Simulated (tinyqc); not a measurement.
# Interface traps from C-V curves, high-low and Terman methods, step by step

Computed by the program tinyqc: `OMP_NUM_THREADS=1 python tinyqc.py 2030137 2030138 out.jsonl`, one thread of a shared Intel Xeon 2.30GHz, about 0.01 s for the whole run. Printed values are rounded.

MOS capacitor on an n-type substrate; psi is the band bending, negative in depletion; only majority carriers are counted. At the bending psi the Fermi level lies y = xi - psi below the conduction edge at the surface, xi = Vt ln(Nc/Nd). Dit(y) = D0 + D1 exp(-y/E1); traps fill up to the Fermi level, follow the bias and a slow signal, and do not follow a fast one. V is the gate voltage from flat band.

Parameters, values chosen for the exercise; band and dielectric values close to those of gallium arsenide: temperature T = 300 K; relative permittivity eps_r = 12.7; conduction-band density of states at T Nc = 4.46e17 cm^-3; donor density Nd = 3.1e15 cm^-3; equivalent oxide thickness EOT = 6.5 nm; trap density far from the band edge D0 = 1.5e11 cm^-2 eV^-1; band-tail density at the conduction edge D1 = 2.8e12 cm^-2 eV^-1; decay energy of the tail E1 = 0.06 eV; points n = 7; deepest band bending pa = -0.86 V; shallowest band bending pb = -0.039 V.

Constants: q = 1.602176634e-19 C, kB = 1.380649e-23 J/K, Vt = kB T/q, eps0 = 8.8541878128e-14 F/cm where lengths are in cm. Results are converted to the units shown.

Range of the model: Traps more than about 25 kB T below the conduction edge emit electrons too slowly to follow an ordinary sweep, so the deepest points are idealised.

## The curves

Cox = 3.9 eps0/EOT, LD = sqrt(eps0 eps_r Vt/(q Nd)), u = psi/Vt, Cd = (eps0 eps_r/(sqrt(2) LD)) |exp(u) - 1|/sqrt(exp(u) - u - 1). Ideal V0 = psi - sqrt(2) (eps0 eps_r Vt/LD) sqrt(exp(u) - u - 1)/Cox for psi < 0; the traps add dV = (q/Cox) times the integral of Dit from 0 to psi = (q/Cox) [D0 psi + D1 E1 exp(-xi/E1) (exp(psi/E1) - 1)]. 1/C_HF = 1/Cox + 1/Cd, 1/C_LF = 1/Cox + 1/(Cd + q Dit). Take n equally spaced psi from pa to pb.

```
point    psi (V)    y (eV)  Dit (cm^-2 eV^-1)     V0 (V)      V (V)  C_HF (nF/cm^2)  C_LF (nF/cm^2)
0      -0.860000  0.988456         1.50000e11  -0.917458  -0.962318         17.6876         39.2056
1      -0.723167  0.851623         1.50002e11  -0.775701  -0.814371         19.2852         40.6726
2      -0.586333  0.714790         1.50019e11  -0.633432  -0.665912         21.4211         42.6364
3      -0.449500  0.577956         1.50184e11  -0.490448  -0.516734         24.4905         45.4784
4      -0.312667  0.441123         1.51796e11  -0.346359  -0.366426         29.4718         50.2693
5      -0.175833  0.304290         1.67564e11  -0.200200  -0.213792         39.8637         61.8070
6      -0.039000  0.167456         3.21818e11  -0.047641  -0.052252         80.4057         114.714
```

Cox = 531.251 nF/cm^2

At the deepest bending the traps stretch the gate voltage from -0.917 to -0.962 V.

## High-low extraction

q Dit = (1/C_LF - 1/Cox)^(-1) - (1/C_HF - 1/Cox)^(-1) at each point.

Dit by high-low, point 0 to 6 (cm^-2 eV^-1): [1.50000e11, 1.50002e11, 1.50019e11, 1.50184e11, 1.51796e11, 1.67564e11, 3.21818e11]

With a true high-frequency curve this returns Dit exactly.

## Terman extraction

psi at each point follows from C_HF and the ideal curve. Dit = (Cox/q) d(V - V0)/dpsi by central differences over the two neighbours.

Dit by Terman, point 1 to 5 (cm^-2 eV^-1): [1.50004e11, 1.50040e11, 1.50390e11, 1.53811e11, 1.87276e11]

The differences overstate the curved tail; the largest error is 12 %, at point 5.
